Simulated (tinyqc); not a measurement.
# Bandgap voltage reference from two bipolar transistors, step by step

Numbers from tinyqc (`OMP_NUM_THREADS=1 python tinyqc.py 2062096 2062097 out.jsonl`; about 0.03 s on one thread of a shared Intel Xeon 2.30GHz). Printed values are rounded.

Two transistors of area 1 and N carry the same current I. Is(T) = Is (T/T0)^eta exp[(Vg0 q/kB)(1/T0 - 1/T)], VBE1 = Vt ln(I/Is(T)) + I rb, VBE2 = Vt ln(I/(N Is(T))) + I rb/N. The amplifier forces I R1(T) = VBE1 - VBE2 + Vos, with R(T) = R (1 + tc (T - T0)) for both resistors, and the output is Vref = VBE1 + I R2(T). Base currents and the Early effect are neglected.

Values chosen for this exercise; values of the order met in silicon bipolar transistors:
```
symbol    value   unit                                                   meaning
T0          298      K                                     reference temperature
Vg0       1.163      V                      band-gap voltage extrapolated to 0 K
eta         3.9                   temperature exponent of the saturation current
Is      1.9e-16      A           saturation current of the unit transistor at T0
N             8                              area ratio of the second transistor
R1          3.9   kohm  resistor across which the difference of VBE falls, at T0
tc            0  ppm/K                 temperature coefficient of both resistors
Vos           0     mV                                   offset of the amplifier
rb            0    ohm                  series resistance of the unit transistor
R2        42.84   kohm                                     output resistor at T0
T           253      K                                               temperature
```

Constants: q = 1.602176634e-19 C, kB = 1.380649e-23 J/K. Results are converted to the units shown.

## Operating point at the reference temperature

Vt = kB T/q; I = (Vt ln N + Vos)/(R1(T) - rb (1 - 1/N)). Evaluate at T = T0.

Vt = 0.0256797 V
I = 13.6921 uA
Is(T) = 1.9e-16 A
VBE1 = 0.642012 V
I R2 = 0.586571 V
Vref = 1.22858 V

## Operating point at another temperature

Vt = kB T/q; I = (Vt ln N + Vos)/(R1(T) - rb (1 - 1/N)).

Vt = 0.0218019 V
I = 11.6245 uA
Is(T) = 3.18494e-20 A
VBE1 = 0.731035 V
I R2 = 0.497995 V
Vref = 1.22903 V

From T0 to T, VBE1 changes by 89.0 mV and I R2 by -88.6 mV, which leaves 0.447 mV in Vref.

## Resistor for zero slope at T0, ideal case

With tc = 0, Vos = 0 and rb = 0 the current is proportional to T, dVBE/dT = (VBE - Vg0 - (eta - 1) Vt)/T, and Vref has zero slope at T0 when Vref = Vg0 + (eta - 1) Vt0. Find VBE1, its slope, that Vref, R2/R1 and the curvature d2Vref/dT2 = -(eta - 1) kB/(q T0).

VBE1 = 0.642012 V
dVBE/dT = -1.99818 mV/K
Vref = 1.23747 V
R2/R1 = 11.1510
curvature = -0.838600 uV/K^2
